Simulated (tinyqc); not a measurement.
# From one set of inputs to another, one input at a time

Model: finite-size error of a charged defect in a periodic cell: Madelung and Makov-Payne terms. Computed by tinyqc, a small Python program. Command: `OMP_NUM_THREADS=1 python tinyqc.py 3006498 3006499 out.jsonl imagecharge ladder`. One thread of a shared host (Intel(R) Xeon(R) Processor @ 2.30GHz), about 0.3 s of CPU time with the checks.

L is the cube root of the cell volume. The defect charge is a Gaussian, rho(r) = q (2 pi sigma^2)^(-3/2) exp(-r^2/2 sigma^2), repeated periodically in a uniform neutralising background and screened by a continuum. The model cell energy is E(L) = E_0 + [periodic - isolated electrostatic energy].

The inputs printed are set A. Inputs not listed in the table keep their values of set A, so the rows need not describe a real material.

Inputs (values chosen for the exercise, for a model uniaxial host):

| quantity | value | unit |
|---|---|---|
| charge q | -1 | e |
| cell length L | 15.5 | angstrom |
| dielectric constant eps_xy | 10.4 | - |
| dielectric constant eps_z | 12.3 | - |
| axis ratio c/a | 0.739 | - |
| width sigma of the defect charge | 0.82 | angstrom |
| formation energy of the isolated defect E_0 | 5.568 | eV |

Supercell lattice: tetragonal. Screening: uniaxial.

Constants: e^2/(4 pi eps_0) = 14.39964548 eV angstrom.

Method:
- Cell vectors: (1,0,0), (0,1,0), (0,0,c/a), scaled to volume L^3.
- Ewald sum for a unit point charge: scale each Cartesian component of the cell by 1/sqrt(eps_i), giving R', G' and V'; E = [ (1/2) sum erfc(eta R')/R' + (2 pi/V') sum exp(-G'^2/4 eta^2)/G'^2 - eta/sqrt(pi) - pi/(2 V' eta^2) ] e^2/(4 pi eps_0) / sqrt(eps_x eps_y eps_z), over n_i = -6..6, omitting n = (0,0,0), eta = 2/V'^(1/3). alpha = -2 E eps_g L/(e^2/(4 pi eps_0)), eps_g = (eps_x eps_y eps_z)^(1/3).
- Periodic energy of the Gaussian: (2 pi q^2/V) sum_(G != 0) exp(-sigma^2 G^2)/(G.eps.G) x e^2/(4 pi eps_0), n_i = -k..k with k = max(9, L/sigma rounded up). Isolated energy: q^2/(2 sqrt(pi) sigma) <1/(n.eps.n)> e^2/(4 pi eps_0), the mean over directions n (64 Gauss-Legendre points in cos(theta)).

Each row keeps all changes above it:

| input moved | from | to | finite-size error (eV) | Madelung constant alpha | isolated energy (eV) |
|---|---|---|---|---|---|
| set A | - | - | -0.11226 | 2.6905 | 0.45013 |
| axis ratio c/a | 0.739 | 0.894 | -0.11684 | 2.8004 | 0.45013 |
| dielectric constant eps_z | 12.3 | 3.18 | -0.17066 | 2.5902 | 0.68517 |
| dielectric constant eps_xy | 10.4 | 6.2 | -0.25805 | 2.7885 | 0.98825 |
| width sigma of the defect charge (angstrom) | 0.82 | 0.93 | -0.25721 | 2.7885 | 0.87136 |
| cell length L (angstrom) | 15.5 | 15.1 | -0.26381 | 2.7885 | 0.87136 |

Which inputs carry the difference?

Finite-size error goes from -0.112 to -0.264, -0.152 in all. The largest single move comes from dielectric constant eps_xy (-0.0874). Madelung constant alpha goes from 2.69 to 2.79, a factor 1.04 in all. The largest single move comes from dielectric constant eps_z (a factor 0.925), but it runs against the net change; the largest move in the direction of the net change is dielectric constant eps_xy (a factor 1.08). Isolated energy goes from 0.450 to 0.871, a factor 1.94 in all. The largest single move comes from dielectric constant eps_z (a factor 1.52), and width sigma of the defect charge works against it (a factor 0.882). The single moves hold for this order of the switches; the total does not depend on the order.

Extremes, crossings and ranges named in words are read from the listed rows.
